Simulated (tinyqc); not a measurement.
Worked calculation: CIS on RHF in the sto-3g basis, for B+, spin multiplicity 1. Computed by tinyqc, a small Python program that keeps every step (integrals from PySCF). Settings: charge = 1, multiplicity = 1, basis = sto-3g, method = RHF, energy threshold = 1e-10, iteration cap = 79, orthogonalisation = symmetric, start = atomic densities, DIIS depth = 6. Command: `OMP_NUM_THREADS=1 python tinyqc.py 27030 27031 out.jsonl` (the two numbers bound the seeds that draw the settings). One thread of a shared host (Intel(R) Xeon(R) Processor @ 2.60GHz), about 0.04 s of CPU time with the checks. The early iterations of the SCF are left out here.

## One-electron integrals

Geometry (angstrom):

| atom | x | y | z |
|---|---|---|---|
| B | 0.000000 | 0.000000 | 0.000000 |

Basis sto-3g: exponents (1/bohr^2) and contraction coefficients of normalised primitives:

| element | l (shell) | exponent | coefficient |
|---|---|---|---|
| B | s (1) | 48.791113 | 0.154329 |
| B | s (1) | 8.887362 | 0.535328 |
| B | s (1) | 2.405267 | 0.444635 |
| B | s (2) | 2.236956 | -0.099967 |
| B | s (2) | 0.519821 | 0.399513 |
| B | s (2) | 0.169062 | 0.700115 |
| B | p (3) | 2.236956 | 0.155916 |
| B | p (3) | 0.519821 | 0.607684 |
| B | p (3) | 0.169062 | 0.391957 |

Overlap, kinetic and nuclear-attraction integrals over the contracted functions; the nuclear repulsion is the sum of Za Zb / Rab.

nuclear repulsion = 0 hartree

overlap S:
```
           1B 1s     1B 2s    1B 2px    1B 2py    1B 2pz
1B 1s   1.000000  0.269328  0.000000  0.000000  0.000000
1B 2s   0.269328  1.000000  0.000000  0.000000  0.000000
1B 2px  0.000000  0.000000  1.000000  0.000000  0.000000
1B 2py  0.000000  0.000000  0.000000  1.000000  0.000000
1B 2pz  0.000000  0.000000  0.000000  0.000000  1.000000
```

kinetic energy T (hartree):
```
            1B 1s      1B 2s    1B 2px    1B 2py    1B 2pz
1B 1s   10.826302  -0.047967  0.000000  0.000000  0.000000
1B 2s   -0.047967   0.359168  0.000000  0.000000  0.000000
1B 2px   0.000000   0.000000  1.123881  0.000000  0.000000
1B 2py   0.000000   0.000000  0.000000  1.123881  0.000000
1B 2pz   0.000000   0.000000  0.000000  0.000000  1.123881
```

nuclear attraction V (hartree):
```
             1B 1s      1B 2s     1B 2px     1B 2py     1B 2pz
1B 1s   -23.147388  -3.139362   0.000000   0.000000   0.000000
1B 2s    -3.139362  -3.771633   0.000000   0.000000   0.000000
1B 2px    0.000000   0.000000  -3.741440   0.000000   0.000000
1B 2py    0.000000   0.000000   0.000000  -3.741440   0.000000
1B 2pz    0.000000   0.000000   0.000000   0.000000  -3.741440
```

core Hamiltonian H = T + V (hartree):
```
             1B 1s      1B 2s     1B 2px     1B 2py     1B 2pz
1B 1s   -12.321086  -3.187330   0.000000   0.000000   0.000000
1B 2s    -3.187330  -3.412465   0.000000   0.000000   0.000000
1B 2px    0.000000   0.000000  -2.617559   0.000000   0.000000
1B 2py    0.000000   0.000000   0.000000  -2.617559   0.000000
1B 2pz    0.000000   0.000000   0.000000   0.000000  -2.617559
```

## Two-electron integrals

Functions are numbered as in S; the eight-fold symmetry (ij|kl) = (ji|kl) = (kl|ij) leaves the list below.

Two-electron integrals (ij|kl) in chemists' order, unique and non-zero (hartree):
```
(11|11) 2.923513   (21|11) 0.518376   (21|21) 0.109262   (22|11) 0.744229
(22|21) 0.193177   (22|22) 0.544804   (31|31) 0.020264   (32|31) 0.029996
(32|32) 0.120346   (33|11) 0.742491   (33|21) 0.193240   (33|22) 0.544682
(33|33) 0.586773   (41|41) 0.020264   (42|41) 0.029996   (42|42) 0.120346
(43|43) 0.031630   (44|11) 0.742491   (44|21) 0.193240   (44|22) 0.544682
(44|33) 0.523513   (44|44) 0.586773   (51|51) 0.020264   (52|51) 0.029996
(52|52) 0.120346   (53|53) 0.031630   (54|54) 0.031630   (55|11) 0.742491
(55|21) 0.193240   (55|22) 0.544682   (55|33) 0.523513   (55|44) 0.523513
(55|55) 0.586773
```

## Orthogonalisation

S = U s U^T; symmetric (Loewdin) form X = U s^(-1/2) U^T, so that X^T S X = 1.

eigenvalues of S: 0.730672  1.000000  1.000000  1.000000  1.269328

X:
```
            1B 1s      1B 2s    1B 2px    1B 2py    1B 2pz
1B 1s    1.028732  -0.141141  0.000000  0.000000  0.000000
1B 2s   -0.141141   1.028732  0.000000  0.000000  0.000000
1B 2px   0.000000   0.000000  1.000000  0.000000  0.000000
1B 2py   0.000000   0.000000  0.000000  1.000000  0.000000
1B 2pz   0.000000   0.000000  0.000000  0.000000  1.000000
```

## Iteration 3 (converged): orbitals

converged F (hartree):
```
            1B 1s      1B 2s     1B 2px     1B 2py     1B 2pz
1B 1s   -7.982923  -2.299193   0.000000   0.000000   0.000000
1B 2s   -2.299193  -1.450181   0.000000   0.000000   0.000000
1B 2px   0.000000   0.000000  -0.200518   0.000000   0.000000
1B 2py   0.000000   0.000000   0.000000  -0.200518   0.000000
1B 2pz   0.000000   0.000000   0.000000   0.000000  -0.200518
```

Diagonalise F' = X^T F X, C = X C', fill 2 alpha and 2 beta electrons from the bottom; D = 2 C_occ C_occ^T. Each column has its largest component positive (the first on a tie).

F' = X^T F X (hartree):
```
           1          2          3          4          5
1  -7.809469  -1.109365   0.000000   0.000000   0.000000
2  -1.109365  -1.026070   0.000000   0.000000   0.000000
3   0.000000   0.000000  -0.200518   0.000000   0.000000
4   0.000000   0.000000   0.000000  -0.200518   0.000000
5   0.000000   0.000000   0.000000   0.000000  -0.200518
```

orbital energies (hartree): MO1 -7.986287, MO2 -0.849252, MO3 -0.200518, MO4 -0.200518, MO5 -0.200518

coefficients C:
```
             MO1        MO2       MO3       MO4       MO5
1B 1s   0.993693  -0.301304  0.000000  0.000000  0.000000
1B 2s   0.022541   1.038125  0.000000  0.000000  0.000000
1B 2px  0.000000   0.000000  1.000000  0.000000  0.000000
1B 2py  0.000000   0.000000  0.000000  1.000000  0.000000
1B 2pz  0.000000   0.000000  0.000000  0.000000  1.000000
```

D after iteration 3:
```
            1B 1s      1B 2s    1B 2px    1B 2py    1B 2pz
1B 1s    2.156421  -0.580784  0.000000  0.000000  0.000000
1B 2s   -0.580784   2.156421  0.000000  0.000000  0.000000
1B 2px   0.000000   0.000000  0.000000  0.000000  0.000000
1B 2py   0.000000   0.000000  0.000000  0.000000  0.000000
1B 2pz   0.000000   0.000000  0.000000  0.000000  0.000000
```

Within a degenerate level the vectors are fixed only up to a rotation; this is one choice.

## Convergence

Stop when the energy changes by less than 1e-10 hartree and every element of the error matrix X^T (F D S - S D F) X is below 3e-06.

Course of the cycle:

| iteration | E (hartree) | change | largest element of the error matrix |
|---|---|---|---|
| 1 | -20.77044669 | - | 1.37e-02 |
| 2 | -23.94847037 | -3.18e+00 | 0.000000 |
| 3 | -23.94847037 | 1.07e-14 | 0.000000 |

PySCF RHF in the same basis = -23.94847037 hartree

Converged in 3 iterations.

## Integrals over molecular orbitals

(pq|rs) = sum C_ip C_jq C_kr C_ls (ij|kl), one index at a time.

one-electron integrals over orbitals h = C^T H C (hartree):
```
            1          2          3          4          5
1  -12.310688   0.342793   0.000000   0.000000   0.000000
2    0.342793  -2.802244   0.000000   0.000000   0.000000
3    0.000000   0.000000  -2.617559   0.000000   0.000000
4    0.000000   0.000000   0.000000  -2.617559   0.000000
5    0.000000   0.000000   0.000000   0.000000  -2.617559
```

Two-electron integrals over orbitals (pq|rs), unique and non-zero (hartree):
```
(11|11) 2.897294    (21|11) -0.324303   (21|21) 0.057850    (22|11) 0.742479
(22|21) -0.018490   (22|22) 0.525885    (31|31) 0.021414    (32|31) 0.027489
(32|32) 0.112771    (33|11) 0.742089    (33|21) -0.011529   (33|22) 0.533524
(33|33) 0.586773    (41|41) 0.021414    (42|41) 0.027489    (42|42) 0.112771
(43|43) 0.031630    (44|11) 0.742089    (44|21) -0.011529   (44|22) 0.533524
(44|33) 0.523513    (44|44) 0.586773    (51|51) 0.021414    (52|51) 0.027489
(52|52) 0.112771    (53|53) 0.031630    (54|54) 0.031630    (55|11) 0.742089
(55|21) -0.011529   (55|22) 0.533524    (55|33) 0.523513    (55|44) 0.523513
(55|55) 0.586773
```

## CIS matrix, singlets

A(ia,jb) = (e_a - e_i) d_ij d_ab + 2 (ia|jb) - (ij|ab).

CIS matrix A, singlet (hartree):
```
          1>3       1>4       1>5       2>3       2>4       2>5
1>3  7.086507  0.000000  0.000000  0.066506  0.000000  0.000000
1>4  0.000000  7.086507  0.000000  0.000000  0.066506  0.000000
1>5  0.000000  0.000000  7.086507  0.000000  0.000000  0.066506
2>3  0.066506  0.000000  0.000000  0.340753  0.000000  0.000000
2>4  0.000000  0.066506  0.000000  0.000000  0.340753  0.000000
2>5  0.000000  0.000000  0.066506  0.000000  0.000000  0.340753
```

## CIS singlet states

dipole integrals <i|r|a> (bohr):
```
            x         y         z
1>3  0.115057  0.000000  0.000000
1>4  0.000000  0.115057  0.000000
1>5  0.000000  0.000000  0.115057
2>3  0.970112  0.000000  0.000000
2>4  0.000000  0.970112  0.000000
2>5  0.000000  0.000000  0.970112
```

Diagonalise A (1 hartree = 27.211386 eV); each vector has its largest component positive (the first on a tie). The transition dipole is mu = sqrt2 sum c_ia <i|r|a>.

singlet excitation energies (eV): 9.254517  9.254517  9.254517  192.851515  192.851515  192.851515

lowest vectors:
```
       state 1    state 2    state 3   state 4   state 5   state 6
1>3  -0.009858  -0.000031   0.000000  0.000000  0.999951  0.000000
1>4   0.000031  -0.009858   0.000000  0.000000  0.000000  0.999951
1>5   0.000000   0.000000  -0.009858  0.999951  0.000000  0.000000
2>3   0.999947   0.003109   0.000000  0.000000  0.009858  0.000000
2>4  -0.003109   0.999947   0.000000  0.000000  0.000000  0.009858
2>5   0.000000   0.000000   0.999951  0.009858  0.000000  0.000000
```

oscillator strengths 2/3 w |mu|^2: 0.425723  0.425723  0.425723  0.146739  0.146739  0.146739

Within a degenerate level the vectors are fixed only up to a rotation; this is one choice.

## CIS matrix, triplets

A(ia,jb) = (e_a - e_i) d_ij d_ab - (ij|ab).

CIS matrix A, triplet (hartree):
```
          1>3       1>4       1>5       2>3       2>4       2>5
1>3  7.043679  0.000000  0.000000  0.011529  0.000000  0.000000
1>4  0.000000  7.043679  0.000000  0.000000  0.011529  0.000000
1>5  0.000000  0.000000  7.043679  0.000000  0.000000  0.011529
2>3  0.011529  0.000000  0.000000  0.115210  0.000000  0.000000
2>4  0.000000  0.011529  0.000000  0.000000  0.115210  0.000000
2>5  0.000000  0.000000  0.011529  0.000000  0.000000  0.115210
```

## CIS triplet states

Diagonalise A (1 hartree = 27.211386 eV); each vector has its largest component positive (the first on a tie).

triplet excitation energies (eV): 3.134501  3.134501  3.134501  191.668798  191.668798  191.668798

lowest vectors:
```
       state 1    state 2    state 3   state 4   state 5   state 6
1>3   0.000000  -0.001664   0.000000  0.000000  0.000000  0.999999
1>4  -0.001664   0.000000   0.000000  0.000000  0.999999  0.000000
1>5   0.000000   0.000000  -0.001664  0.999999  0.000000  0.000000
2>3   0.000000   0.999999   0.000000  0.000000  0.000000  0.001664
2>4   0.999999   0.000000   0.000000  0.000000  0.001664  0.000000
2>5   0.000000   0.000000   0.999999  0.001664  0.000000  0.000000
```

Within a degenerate level the vectors are fixed only up to a rotation; this is one choice.
